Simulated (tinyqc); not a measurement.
Inside a calculation: dielectric confinement in a thin film (image charges). Values are carried at full precision from step to step, so a last printed digit may differ when a step is redone from the rounded ones.

A film |z| < t/2 of dielectric constant eps between half-spaces of dielectric constant e2; lam = (eps - e2)/(eps + e2), q = e^2/(4 pi eps0). The self-energy of a band edge is taken with the high-frequency value, e2 = eh, and the field of a fixed ion with the static one, e2 = eo. A charge at z has images lam^|n| at n t + (-1)^n z. Its self-energy is S(z) = (q/2 eps) sum over n >= 1 of lam^n [1/(n t - 2z) + 1/(n t + 2z)] for odd n and 2 lam^n/(n t) for even n; at the centre S(0) = -(q/(eps t)) ln(1 - lam).

Constants: e^2/(4 pi eps0) = 14.39964547 eV angstrom; hbar^2/2m0 = 3.80998211 eV angstrom^2; Ry = 13.60569312 eV.

Inputs chosen for the exercise (near those of a Si (100) film, two-fold valleys, between layers of HfO2; not measured data):

| symbol | value | unit | meaning |
|---|---|---|---|
| t | 36 | angstrom | film thickness |
| eps | 11.5 |  | dielectric constant of the film |
| eh | 4 |  | high-frequency dielectric constant outside |
| mz | 0.886 | m0 | mass across the film |
| eo | 22.5 |  | static dielectric constant outside |
| m | 0.193 | m0 | mass in the plane |

## Images for a charge at the centre

Give lam, the first five terms (q/eps) lam^n/(n t), their sum and the closed form.

lam = 0.4839

terms (meV): 16.83  4.07  1.31  0.48  0.18

sum of five = 22.88 meV
S(0) = 23.00 meV

The surroundings screen less than the film, so the images repel and each band edge moves outwards: the gap changes by about 2 S = +46 meV. The static value 22.5 would give S(0) = -9.7 meV.

## Self-energy across the film

S at 2z/t = 0, 0.2, 0.4, 0.6, 0.8 and 0.9, summed to n = 399.

Self-energy:

| 2z/t | z (angstrom) | S (meV) |
|---|---|---|
| 0.0 | 0.0 | 23.00 |
| 0.2 | 3.6 | 23.71 |
| 0.4 | 7.2 | 26.24 |
| 0.6 | 10.8 | 32.53 |
| 0.8 | 14.4 | 53.03 |
| 0.9 | 16.2 | 94.89 |

Towards the wall S diverges as (q lam/4 eps)/(distance), an artefact of the abrupt interface that the vanishing envelope makes harmless.

## Shift of the subband edge

First order: <S> over the envelope (2/t) cos^2(pi z/t), beside the confinement energy c (pi/t)^2/mz, c = hbar^2/2m0.

<S> = 26.71 meV
confinement energy = 32.75 meV

|<S>| is 0.82 times the confinement energy; the first goes as 1/t and the second as 1/t^2, so they are equal at t = 44 angstrom.

## Binding of a donor

Donor at the centre, lam from the static eo, trial function cos(pi z/t) exp(-rho/l): E(l) = c/(m l^2) - (q/eps) times the integral over k of F(k t) (1 + (k l/2)^2)^(-3/2), with F(x) = F0 + 2 lam exp(-x) G/(1 - lam exp(-x)), F0 = 2[(1 - exp(-x/2))/x + x (1 + exp(-x/2))/(x^2 + 4 pi^2)], G = 2 sinh(x/2)[1/x - x/(x^2 + 4 pi^2)]; c = hbar^2/2m0. The binding energy is -E at the minimum, counted from the subband edge with its self-energy.

Minimise over l with and without images (lam = 0); Ry* = Ry m/eps^2.

Donor:

| case | l (angstrom) | binding (meV) | in Ry* |
|---|---|---|---|
| no images | 26.3 | 43.8 | 2.21 |
| with images | 28.2 | 28.2 | 1.42 |

Ry* = 19.86 meV

The images change the binding by -15.6 meV, against -2 (q/(eps t)) ln(1 - lam) = -19.5 meV for an orbit much smaller than t. At 300 K the binding is 1.1 kB T.

## Checks

- S(0) from the series against the closed form, meV: both 23.00.
- F(2.3) for lam = 0.4839 from a direct sum over images against the closed form: both 0.8406.

Computed by tinyqc, a small Python program: `OMP_NUM_THREADS=1 python tinyqc.py 1281299 1281300 out.jsonl` (the numbers bound the seed that draws the inputs); one thread of a shared host (Intel(R) Xeon(R) Processor @ 2.30GHz), about 0.06 s for the whole set of steps.
